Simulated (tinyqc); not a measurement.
RHF in the sto-3g basis, for H2, spin multiplicity 1, step by step. Computed by tinyqc, a small Python program that keeps every step (integrals from PySCF). Settings: charge = 0, multiplicity = 1, basis = sto-3g, energy threshold = 1e-09, iteration cap = 89, orthogonalisation = symmetric, start = atomic densities, DIIS depth = 0, method = RHF. Command: `OMP_NUM_THREADS=1 python tinyqc.py 27848 27849 out.jsonl` (the two numbers bound the seeds that draw the settings). One thread of a shared host (Intel(R) Xeon(R) Processor @ 2.60GHz), about 0.06 s of CPU time with the checks. Later iterations appear only in the table of the cycle.

## One-electron integrals

Geometry (angstrom):
```
atom         x         y         z
H     0.000000  0.000000  0.000000
H     0.000000  0.000000  0.929000
```

Basis sto-3g: exponents (1/bohr^2) and contraction coefficients of normalised primitives:
```
element  l (shell)  exponent  coefficient
H            s (1)  3.425251     0.154329
H            s (1)  0.623914     0.535328
H            s (1)  0.168855     0.444635
```

Overlap, kinetic and nuclear-attraction integrals over the contracted functions; the nuclear repulsion is the sum of Za Zb / Rab.

nuclear repulsion = 0.56962025 hartree

overlap S, order 1H 1s, 2H 1s:
$$\begin{pmatrix}
1.000000 & 0.539237 \\
0.539237 & 1.000000
\end{pmatrix}$$

kinetic energy T (hartree), order 1H 1s, 2H 1s:
$$\begin{pmatrix}
0.760032 & 0.139797 \\
0.139797 & 0.760032
\end{pmatrix}$$

nuclear attraction V (hartree), order 1H 1s, 2H 1s:
$$\begin{pmatrix}
-1.773101 & -0.892077 \\
-0.892077 & -1.773101
\end{pmatrix}$$

core Hamiltonian H = T + V (hartree), order 1H 1s, 2H 1s:
$$\begin{pmatrix}
-1.013069 & -0.752280 \\
-0.752280 & -1.013069
\end{pmatrix}$$

## Two-electron integrals

Functions are numbered as in S; the eight-fold symmetry (ij|kl) = (ji|kl) = (kl|ij) leaves the list below.

Two-electron integrals (ij|kl) in chemists' order, unique and non-zero (hartree):
```
(11|11) 0.774606   (21|11) 0.343336   (21|21) 0.189590   (22|11) 0.501769
(22|21) 0.343336   (22|22) 0.774606
```

## Orthogonalisation

S = U s U^T; symmetric (Loewdin) form X = U s^(-1/2) U^T, so that X^T S X = 1.

eigenvalues of S: [0.460763, 1.539237]

X, order 1H 1s, 2H 1s:
$$\begin{pmatrix}
1.139611 & -0.333588 \\
-0.333588 & 1.139611
\end{pmatrix}$$

## Starting guess

The start is atomic minimal-basis densities projected into this basis (PySCF's MINAO start) and scaled to the electron count of each spin; this density is not idempotent, so its energy is not variational and may lie below the converged one.

D at the start, order 1H 1s, 2H 1s:
$$\begin{pmatrix}
0.948414 & 0.095664 \\
0.095664 & 0.948414
\end{pmatrix}$$

## Iteration 1: building the Fock matrix

J_ij = sum D_kl (ij|kl), K_ij = sum D_kl (ik|jl); F = H + J - 0.5 K; E = tr D H + tr D J / 2 - 0.25 tr D K + E_nn.

Coulomb J (hartree), order 1H 1s, 2H 1s:
$$\begin{pmatrix}
1.276222 & 0.687524 \\
0.687524 & 1.276222
\end{pmatrix}$$

exchange K (hartree), order 1H 1s, 2H 1s:
$$\begin{pmatrix}
0.980147 & 0.717389 \\
0.717389 & 0.980147
\end{pmatrix}$$

Fock matrix F (hartree), order 1H 1s, 2H 1s:
$$\begin{pmatrix}
-0.226921 & -0.423450 \\
-0.423450 & -0.226921
\end{pmatrix}$$

total energy of this density = -0.71887968 hartree

This density is the starting one; it is not idempotent, so its energy is not variational and may lie below the converged one.

## Iteration 1: diagonalisation and new density

Diagonalise F' = X^T F X, C = X C', fill 1 alpha and 1 beta electrons from the bottom; D = 2 C_occ C_occ^T. Each column has its largest component positive (the first on a tie).

F' = X^T F X (hartree):
$$\begin{pmatrix}
0.002001 & -0.424529 \\
-0.424529 & 0.002001
\end{pmatrix}$$

orbital energies (hartree): MO1 -0.422528, MO2 0.426530

coefficients C, order 1H 1s, 2H 1s:
$$\begin{pmatrix}
0.569944 & 1.041709 \\
0.569944 & -1.041709
\end{pmatrix}$$

D after iteration 1, order 1H 1s, 2H 1s:
$$\begin{pmatrix}
0.649672 & 0.649672 \\
0.649672 & 0.649672
\end{pmatrix}$$

## Iteration 2: building the Fock matrix

As before.

Coulomb J (hartree), order 1H 1s, 2H 1s:
$$\begin{pmatrix}
1.275338 & 0.692455 \\
0.692455 & 1.275338
\end{pmatrix}$$

exchange K (hartree), order 1H 1s, 2H 1s:
$$\begin{pmatrix}
1.072524 & 0.895269 \\
0.895269 & 1.072524
\end{pmatrix}$$

Fock matrix F (hartree), order 1H 1s, 2H 1s:
$$\begin{pmatrix}
-0.273993 & -0.507460 \\
-0.507460 & -0.273993
\end{pmatrix}$$

total energy of this density = -1.08496772 hartree

## Iteration 2: diagonalisation and new density

As before.

F' = X^T F X (hartree):
$$\begin{pmatrix}
-0.000497 & -0.507192 \\
-0.507192 & -0.000497
\end{pmatrix}$$

orbital energies (hartree): MO1 -0.507689, MO2 0.506696

coefficients C, order 1H 1s, 2H 1s:
$$\begin{pmatrix}
0.569944 & 1.041709 \\
0.569944 & -1.041709
\end{pmatrix}$$

D after iteration 2, order 1H 1s, 2H 1s:
$$\begin{pmatrix}
0.649672 & 0.649672 \\
0.649672 & 0.649672
\end{pmatrix}$$

## Iteration 3 (converged): orbitals

converged F (hartree), order 1H 1s, 2H 1s:
$$\begin{pmatrix}
-0.273993 & -0.507460 \\
-0.507460 & -0.273993
\end{pmatrix}$$

As before.

F' = X^T F X (hartree):
$$\begin{pmatrix}
-0.000497 & -0.507192 \\
-0.507192 & -0.000497
\end{pmatrix}$$

orbital energies (hartree): MO1 -0.507689, MO2 0.506696

coefficients C, order 1H 1s, 2H 1s:
$$\begin{pmatrix}
0.569944 & 1.041709 \\
0.569944 & -1.041709
\end{pmatrix}$$

D after iteration 3, order 1H 1s, 2H 1s:
$$\begin{pmatrix}
0.649672 & 0.649672 \\
0.649672 & 0.649672
\end{pmatrix}$$

## Convergence

Stop when the energy changes by less than 1e-09 hartree and every element of the error matrix X^T (F D S - S D F) X is below 9e-06.

Course of the cycle:
```
iteration  E (hartree)     change  largest element of the error matrix
1          -0.71887968          -                             1.53e-16
2          -1.08496772  -3.66e-01                             1.02e-16
3          -1.08496772   0.000000                             0.000000
```

PySCF RHF in the same basis = -1.08496772 hartree

Converged in 3 iterations.

## Populations, bond orders and dipole

Mulliken: Z minus the diagonal of D S on the atom; Loewdin: the same with S^(1/2) D S^(1/2); Mayer order: 2 sum_s sum (D(s) S)_ij (D(s) S)_ji over the two atoms.

Charges (e):
```
atom  Mulliken  Loewdin
1H           0        0
2H           0        0
```

Mayer bond orders:
```
pair     order
2-1   1.000000
```

dipole moment about the origin, x y z (debye): [0.000000, 0.000000, 0.000000]
